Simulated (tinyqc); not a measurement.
One-dimensional ballistic tunnel FET, two-band WKB: effect of temperature.

A p-type source for x < 0 with its Fermi level at 0 and its valence edge at ds; in the channel the bands fall as D exp(-x/lam) towards their flat values, with the conduction edge at Ec = ds - dP and D = dP + Eg. The gate moves dP one to one. The drain Fermi level lies at -Vd and the drain side reflects nothing. For w = E - Ec between 0 and dP an electron crosses the gap. Two-band dispersion with equal masses m: inside the gap kappa = sqrt(m u (1 - u/Eg)/C), u the distance from a band edge, C = hbar^2/(2 m0).

S(w) = 2 lam int_0^Eg kappa(u) du/(w + Eg - u) = 2 pi lam sqrt(m/(C Eg)) [w + Eg/2 - sqrt(w (w + Eg))], T(w) = exp(-S). I = g (2 q^2/h) int_0^dP T(w) [f(E) - f(E + Vd)] dw, E = ds - dP + w, f(x) = 1/(1 + exp(x/Vt)). Swing = d(dP)/d(log10 I).

Inputs (values chosen for the exercise); band and dielectric values close to those of indium phosphide:
```
symbol  value  unit                                           meaning
Eg       1.35    eV                                          band gap
m       0.086    m0              band-edge mass of the two-band model
lam       3.7    nm           screening length of the source junction
ds       0.04    eV  source valence edge above the source Fermi level
Vd        0.2     V                                        drain bias
g           2              number of degenerate subbands (spin apart)
dP       0.36    eV        tunnelling window Ev(source) - Ec(channel)
```

Constants: q = 1.602176634e-19 C, kB = 1.380649e-23 J/K, hbar = 1.054571817e-34 J s, h = 6.62607015e-34 J s, m0 = 9.1093837015e-31 kg, Vt = kB T/q, hbar^2/(2 m0) = 0.0380998212 eV nm^2. Results are converted to the units shown.

Effect of temperature:

| T (K) | I (uA) | swing (mV/decade) | Vt ln 10 (mV/decade) |
|---|---|---|---|
| 77 | 0.003961 | 169.7 | 15.28 |
| 150 | 0.004020 | 171.5 | 29.76 |
| 200 | 0.004032 | 172.7 | 39.68 |
| 250 | 0.004019 | 173.8 | 49.61 |
| 300 | 0.003986 | 174.7 | 59.53 |
| 350 | 0.003938 | 175.6 | 69.45 |
| 400 | 0.003879 | 176.4 | 79.37 |

I goes from 0.00396 through a maximum of 0.00403 (at T = 200 K among the rows listed) to 0.00388 uA, and the swing rises from 170 to 176 mV/decade, while the thermionic limit rises from 15.3 to 79.4 mV/decade. Gap and mass are held fixed.

tinyqc, about 0.01 s, one thread, Intel Xeon 2.30GHz (shared host): `OMP_NUM_THREADS=1 python tinyqc.py 2620063 2620064 out.jsonl`
